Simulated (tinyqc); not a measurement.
Inside a calculation. Method: ROHF in the 6-31g basis, for H4, spin multiplicity 3. One step of it, computed by the program tinyqc.

Question. Iteration 1: diagonalisation and new density. Diagonalise F' = X^T F X, C = X C', fill 3 alpha and 1 beta electrons from the bottom; D(s) = C_occ C_occ^T. Each column has its largest component positive (the first on a tie).

effective F (hartree), order 1H 1s, 1H 2s, 2H 1s, 2H 2s, 3H 1s, 3H 2s, 4H 1s, 4H 2s:
```
[[0.129257, -0.358663, -0.253112, -0.301026, -0.074147, -0.159912, 0.008873, -0.108674],
 [-0.358663, -0.255286, -0.301026, -0.297374, -0.159912, -0.214207, -0.108674, -0.207253],
 [-0.253112, -0.301026, 0.129257, -0.358663, 0.008873, -0.108674, -0.074147, -0.159912],
 [-0.301026, -0.297374, -0.358663, -0.255286, -0.108674, -0.207253, -0.159912, -0.214207],
 [-0.074147, -0.159912, 0.008873, -0.108674, 0.129257, -0.358663, -0.253112, -0.301026],
 [-0.159912, -0.214207, -0.108674, -0.207253, -0.358663, -0.255286, -0.301026, -0.297374],
 [0.008873, -0.108674, -0.074147, -0.159912, -0.253112, -0.301026, 0.129257, -0.358663],
 [-0.108674, -0.207253, -0.159912, -0.214207, -0.301026, -0.297374, -0.358663, -0.255286]]
```

X, order 1H 1s, 1H 2s, 2H 1s, 2H 2s, 3H 1s, 3H 2s, 4H 1s, 4H 2s:
```
[[1.262331, -0.525319, 0.002530, 0.019996, 0.008482, 0.048499, 0.001079, 0.007144],
 [-0.525319, 1.677143, 0.019996, -0.592929, 0.048499, -0.333038, 0.007144, 0.109040],
 [0.002530, 0.019996, 1.262331, -0.525319, 0.001079, 0.007144, 0.008482, 0.048499],
 [0.019996, -0.592929, -0.525319, 1.677143, 0.007144, 0.109040, 0.048499, -0.333038],
 [0.008482, 0.048499, 0.001079, 0.007144, 1.262331, -0.525319, 0.002530, 0.019996],
 [0.048499, -0.333038, 0.007144, 0.109040, -0.525319, 1.677143, 0.019996, -0.592929],
 [0.001079, 0.007144, 0.008482, 0.048499, 0.002530, 0.019996, 1.262331, -0.525319],
 [0.007144, 0.109040, 0.048499, -0.333038, 0.019996, -0.592929, -0.525319, 1.677143]]
```

Give: F' = X^T F X; orbital energies; coefficients C; D(alpha) after iteration 1; D(beta) after iteration 1.

Answer.

F' = X^T F X (hartree):
```
[[0.5905, -0.5738, -0.1020, -0.1002, 0.0038, -0.0380, 0.0675, -0.0082],
 [-0.5738, 0.3064, -0.1002, -0.1613, -0.0380, -0.1298, -0.0082, -0.0562],
 [-0.1020, -0.1002, 0.5905, -0.5738, 0.0675, -0.0082, 0.0038, -0.0380],
 [-0.1002, -0.1613, -0.5738, 0.3064, -0.0082, -0.0562, -0.0380, -0.1298],
 [0.0038, -0.0380, 0.0675, -0.0082, 0.5905, -0.5738, -0.1020, -0.1002],
 [-0.0380, -0.1298, -0.0082, -0.0562, -0.5738, 0.3064, -0.1002, -0.1613],
 [0.0675, -0.0082, 0.0038, -0.0380, -0.1020, -0.1002, 0.5905, -0.5738],
 [-0.0082, -0.0562, -0.0380, -0.1298, -0.1002, -0.1613, -0.5738, 0.3064]]
```

orbital energies (hartree): [-0.5208, -0.2551, -0.0055, 0.1920, 1.0034, 1.0282, 1.0397, 1.1055]

coefficients C, order 1H 1s, 1H 2s, 2H 1s, 2H 2s, 3H 1s, 3H 2s, 4H 1s, 4H 2s:
```
[[0.1663, 0.2233, 0.1965, 0.1567, -0.6502, -0.6529, 0.6549, -0.6735],
 [0.2332, 0.2867, 0.5592, 0.8844, 0.6514, 0.7656, -0.4256, 1.0690],
 [0.1663, 0.2233, -0.1965, -0.1567, -0.6502, 0.6529, 0.6549, 0.6735],
 [0.2332, 0.2867, -0.5592, -0.8844, 0.6514, -0.7656, -0.4256, -1.0690],
 [0.1663, -0.2233, 0.1965, -0.1567, 0.6502, -0.6529, 0.6549, 0.6735],
 [0.2332, -0.2867, 0.5592, -0.8844, -0.6514, 0.7656, -0.4256, -1.0690],
 [0.1663, -0.2233, -0.1965, 0.1567, 0.6502, 0.6529, 0.6549, -0.6735],
 [0.2332, -0.2867, -0.5592, 0.8844, -0.6514, -0.7656, -0.4256, 1.0690]]
```

D(alpha) after iteration 1, order 1H 1s, 1H 2s, 2H 1s, 2H 2s, 3H 1s, 3H 2s, 4H 1s, 4H 2s:
```
[[0.1162, 0.2127, 0.0389, -0.0071, 0.0164, 0.0847, -0.0609, -0.1352],
 [0.2127, 0.4493, -0.0071, -0.1762, 0.0847, 0.2850, -0.1352, -0.3405],
 [0.0389, -0.0071, 0.1162, 0.2127, -0.0609, -0.1352, 0.0164, 0.0847],
 [-0.0071, -0.1762, 0.2127, 0.4493, -0.1352, -0.3405, 0.0847, 0.2850],
 [0.0164, 0.0847, -0.0609, -0.1352, 0.1162, 0.2127, 0.0389, -0.0071],
 [0.0847, 0.2850, -0.1352, -0.3405, 0.2127, 0.4493, -0.0071, -0.1762],
 [-0.0609, -0.1352, 0.0164, 0.0847, 0.0389, -0.0071, 0.1162, 0.2127],
 [-0.1352, -0.3405, 0.0847, 0.2850, -0.0071, -0.1762, 0.2127, 0.4493]]
```

D(beta) after iteration 1, order 1H 1s, 1H 2s, 2H 1s, 2H 2s, 3H 1s, 3H 2s, 4H 1s, 4H 2s:
```
[[0.0276, 0.0388, 0.0276, 0.0388, 0.0276, 0.0388, 0.0276, 0.0388],
 [0.0388, 0.0544, 0.0388, 0.0544, 0.0388, 0.0544, 0.0388, 0.0544],
 [0.0276, 0.0388, 0.0276, 0.0388, 0.0276, 0.0388, 0.0276, 0.0388],
 [0.0388, 0.0544, 0.0388, 0.0544, 0.0388, 0.0544, 0.0388, 0.0544],
 [0.0276, 0.0388, 0.0276, 0.0388, 0.0276, 0.0388, 0.0276, 0.0388],
 [0.0388, 0.0544, 0.0388, 0.0544, 0.0388, 0.0544, 0.0388, 0.0544],
 [0.0276, 0.0388, 0.0276, 0.0388, 0.0276, 0.0388, 0.0276, 0.0388],
 [0.0388, 0.0544, 0.0388, 0.0544, 0.0388, 0.0544, 0.0388, 0.0544]]
```
